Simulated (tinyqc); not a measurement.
# From Si-Si peak back to degree of relaxation R

Model: composition and strain of an epitaxial Si(1-x)Ge(x) layer from Raman and X-ray peaks. Computed by tinyqc, a small Python program. Command: `OMP_NUM_THREADS=1 python tinyqc.py 3020504 3020505 out.jsonl epiraman inv`. One thread of a shared host (Intel(R) Xeon(R) Processor @ 2.30GHz), about 0.01 s of CPU time with the checks.

A (001) layer, biaxially strained in the plane. The Raman peaks follow empirical lines omega = w0 + c1 x + c3 x^3 + b eps (c3 for Si-Ge alone), with eps the in-plane strain.

Inputs (values chosen for the exercise, modelled on silicon-germanium): Ge fraction x = 0.58; lattice constant of Si = 5.431 angstrom; lattice constant of Ge = 5.658 angstrom; bowing B = 0.029 angstrom; 2 C12/C11 of Si = 0.778; 2 C12/C11 of Ge = 0.746; Si-Si: w0 = 520.6 1/cm; Si-Si: c1 = -64 1/cm; Si-Si: strain coefficient b = -755 1/cm; Si-Ge: w0 = 400 1/cm; Si-Ge: c1 = 24.1 1/cm; Si-Ge: c3 = -36 1/cm; Si-Ge: strain coefficient b = -596 1/cm; Ge-Ge: w0 = 280.5 1/cm; Ge-Ge: c1 = 18.7 1/cm; Ge-Ge: strain coefficient b = -427 1/cm.

Substrate: germanium.

Method:
- Relaxed lattice constant a(x) = a_Si + (a_Ge - a_Si) x - B x (1 - x).
- In-plane constant a_par = a_sub + R (a(x) - a_sub); eps = a_par/a(x) - 1; eps_perp = -(2 C12/C11) eps with 2 C12/C11 linear in x; a_perp = a(x) (1 + eps_perp).
- Insert x and eps in the three lines; the strain part is b eps.

Problem. A run gave the result below. Find the degree of relaxation R, known to lie between 0.4 and 0.94.

Si-Si peak = 480.7816 1/cm

Solution.

Each step takes the trial c = (a f_b - b f_a)/(f_b - f_a), f being the result less the target and a, b, c the logarithms of the listed values; c replaces end b, the old b replaces a if the sign of f changed, and otherwise f_a is halved.

Scan of the range:
```
degree of relaxation R  Si-Si peak (1/cm)
0.400                             475.130
0.461                             475.979
0.532                             476.967
0.613                             478.094
0.707                             479.402
0.815                             480.905
0.940                             482.645
```

False position (Illinois rule, in the logarithm of the input) inside the bracket:
```
step     end a     end b     trial  Si-Si peak (1/cm)
1     0.707000  0.815000  0.805511            480.773
2     0.815000  0.805511  0.806100            480.782
3     0.815000  0.806100  0.806106            480.782
4     0.806100  0.806106  0.806103            480.782
```

Si-Si peak rises at every point of a 13-point scan of the range (every second point is shown), so one value fits; it is bracketed by 0.707 and 0.815. The scan shows a straight line, so linear interpolation between any two rows gives the answer at once. Answer: degree of relaxation R = 0.8061.
